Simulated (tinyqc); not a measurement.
What moves the optical constants: free-carrier optics of a doped semiconductor (Drude model with one polar phonon).

eps(E) = ei [1 - Ep^2/(E^2 + i E Gam)] + (es - ei) wT^2/(wT^2 - E^2 - i E gT), with Ep^2 = 8 pi c (e^2/(4 pi eps0)) N/(m ei), c = hbar^2/2m0, N in 1/angstrom^3 (1e-24 per 1/cm^3); Gam = hbar/tau, tau = mu m m0/e with m0/e = 5.685630e-12 kg/C and mu in m^2/(V s). Energies in meV.

n + i k = sqrt(eps1 + i eps2) with k >= 0; R = ((n - 1)^2 + k^2)/((n + 1)^2 + k^2) at normal incidence from vacuum; alpha = 2 E k/(hbar c), times 1e8 for 1/cm; loss function Im(-1/eps) = eps2/(eps1^2 + eps2^2).

Constants: hbar^2/2m0 = 3.80998211 eV angstrom^2; e^2/(4 pi eps0) = 14.39964547 eV angstrom; hbar = 6.58211957e-16 eV s; hbar c = 1973.269805 eV angstrom.

Inputs chosen for the exercise (mass and dielectric values near those of GaAs; N and mu are free inputs; interband absorption and the rise of the mass with filling are left out; not measured data): N = 1.2e+18 1/cm^3 (carrier density); m = 0.0676 m0 (conductivity mass); mu = 1900 cm^2/(V s) (mobility); ei = 11.14 (high-frequency dielectric constant); wT = 32.9 meV (TO phonon); es = 13.42 (static dielectric constant); gT = 0.3 meV (phonon damping); E = 116.3 meV (photon energy).

At the energy E.

One parameter was then changed.

Results before and after:

| case | Ep (meV) | Gam (meV) | R | alpha (1/cm) |
|---|---|---|---|---|
| base | 46.87 | 9.01 | 0.2530 | 273 |
| changed | 46.87 | 15.02 | 0.2534 | 449 |

Which of these changes was made? (a) E = 139.6 meV; (b) m = 0.0811 m0; (c) mu = 1140 cm^2/(V s); (d) ei = 11.7; (e) N = 1.8e+18 1/cm^3.

Answer: (c) mu = 1140 cm^2/(V s). Of the candidates, run in turn, only this one gives the changed row.

All candidates:

| case | Ep (meV) | Gam (meV) | R | alpha (1/cm) |
|---|---|---|---|---|
| base | 46.87 | 9.01 | 0.2530 | 273 |
| N = 1.8e+18 1/cm^3 | 57.41 | 9.01 | 0.2337 | 430 |
| m = 0.0811 m0 | 42.80 | 7.51 | 0.2590 | 187 |
| mu = 1140 cm^2/(V s) | 46.87 | 15.02 | 0.2534 | 449 |
| ei = 11.7 | 45.74 | 9.01 | 0.2651 | 264 |
| E = 139.6 meV | 46.87 | 9.01 | 0.2652 | 184 |

Run: tinyqc, `OMP_NUM_THREADS=1 python tinyqc.py 1681866 1681867 out.jsonl`; Intel(R) Xeon(R) Processor @ 2.30GHz, one thread, shared host; about 0.01 s of CPU time with all checks.
